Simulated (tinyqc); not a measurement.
Five-level k.p model folded onto the conduction band: one step. Loewdin series. Three cases, with inputs chosen for the exercise.

Question. Give each order and the partial sums, counted from Eg.

Expanding E = H_cc + S(E) about Eg in powers of k^2, with s_n = sum_j H_cj^2/(Eg - H_jj)^n: order k^2: e2 = (1 + Cm) c0 k^2 + s1; order k^4: e4 = -s2 e2; order k^6: e6 = s3 e2^2 + s2^2 e2.

Case 1.

Values chosen (out of a larger set: near those of GaAs; not measured data): Eg = 1.489 eV (gap at Gamma to the s-like level).

H (eV), rows c, lh, so, G8 up, G7 up and columns alike:
```
[[1.4969004, 0.3923150, 0.2774086, 0.2023979, 0.1431170],
 [0.3923150, 0, 0, 0, 0],
 [0.2774086, 0, -0.3350000, 0, 0],
 [0.2023979, 0, 0, 4.5900000, 0],
 [0.1431170, 0, 0, 0, 4.4400000]]
```

Case 2.

Values chosen (out of a larger set: near those of GaAs; not measured data): Eg = 1.539 eV (gap at Gamma to the s-like level).

H (eV), rows c, lh, so, G8 up, G7 up and columns alike:
```
[[1.5509721, 0.5392135, 0.3812815, 0.2081529, 0.1471863],
 [0.5392135, 0, 0, 0, 0],
 [0.3812815, 0, -0.3410000, 0, 0],
 [0.2081529, 0, 0, 4.7800000, 0],
 [0.1471863, 0, 0, 0, 4.6000000]]
```

Case 3.

Values chosen (out of a larger set: near those of InSb; not measured data): Eg = 0.236 eV (gap at Gamma to the s-like level).

H (eV), rows c, lh, so, G8 up, G7 up and columns alike:
```
[[0.2360000, 0.0905151, 0.0640038, 0.0357792, 0.0252997],
 [0.0905151, 0, 0, 0, 0],
 [0.0640038, 0, -0.8260000, 0, 0],
 [0.0357792, 0, 0, 3.5600000, 0],
 [0.0252997, 0, 0, 0, 3.2100000]]
```

Give: s1 (eV), s2 (no unit), s3 (1/eV); (1 + Cm) c0 k^2 is H_cc - Eg; e2, e4, e6; partial sums.

Answer.

Case 1.

s1 (eV), s2 (no unit), s3 (1/eV); (1 + Cm) c0 k^2 is H_cc - Eg: [0.12540, 0.09916, 0.05713]

e2, e4, e6 (eV): [0.13331, -0.01322, 0.00233]

partial sums (eV): [0.13331, 0.12009, 0.12241]

The exact value is 0.12199 eV; the errors of the partial sums are +11.31, -1.91 and +0.42 meV.

Case 2.

s1 (eV), s2 (no unit), s3 (1/eV); (1 + Cm) c0 k^2 is H_cc - Eg: [0.24580, 0.17032, 0.09961]

e2, e4, e6 (eV): [0.25778, -0.04391, 0.01410]

partial sums (eV): [0.25778, 0.21387, 0.22797]

The exact value is 0.22399 eV; the errors of the partial sums are +33.79, -10.12 and +3.98 meV.

Case 3.

s1 (eV), s2 (no unit), s3 (1/eV); (1 + Cm) c0 k^2 is H_cc - Eg: [0.03797, 0.15092, 0.62667]

e2, e4, e6 (eV): [0.03797, -0.00573, 0.00177]

partial sums (eV): [0.03797, 0.03224, 0.03401]

The exact value is 0.03353 eV; the errors of the partial sums are +4.44, -1.29 and +0.48 meV.

Computed by tinyqc, one run a case: `OMP_NUM_THREADS=1 python tinyqc.py N N+1 out.jsonl` with N = 1050021, 1050182, 1050227; one thread of a shared Intel(R) Xeon(R) Processor @ 2.30GHz, about 0.01 s a run at most.
